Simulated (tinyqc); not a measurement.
# Offset from the accumulated charge

Question. Layer 1 (x < 0) accumulates electrons and layer 2 (x > 0) is depleted. Boltzmann statistics. Sheet densities from the first integral: Q1 = sqrt((2 eps0 eps_r Vt N1/q)(exp(u1) - u1 - 1)) extra electrons, Q2 = sqrt((2 eps0 eps_r Vt N2/q)(exp(-u2) + u2 - 1)) missing ones, u = V/Vt; neutrality Q1 = Q2 + si. V1 + V2 = dE + Vt ln[(N2/Nc2)/(N1/Nc1)]. Find V1, V2 and dE.

Parameters, values chosen for the exercise; values of the order of III-V alloys:
```
symbol   value   unit                                      meaning
T          300      K                                  temperature
eps_r     13.1                relative permittivity of both layers
Nc1     6.6e17  cm^-3  density of states of the narrow-gap layer 1
Nc2     8.1e17  cm^-3    density of states of the wide-gap layer 2
N1      4.2e15  cm^-3                     donor density in layer 1
N2      7.9e16  cm^-3                     donor density in layer 2
si           0  cm^-2                fixed charge at the interface
```

Constants: q = 1.602176634e-19 C, kB = 1.380649e-23 J/K, Vt = kB T/q, eps0 = 8.8541878128e-14 F/cm where lengths are in cm. Results are converted to the units shown.

Q1 = 3.5451906e11 cm^-2

Answer. Each sheet density rises steadily with its bending, so Q1 fixes V1 and Q2 = Q1 - si fixes V2.

V1 = 0.115 V
V2 = 0.136 V
dE = 0.180 eV

tinyqc, about 0.1 s, one thread, Intel Xeon 2.30GHz (shared host): `OMP_NUM_THREADS=1 python tinyqc.py 2410114 2410115 out.jsonl`
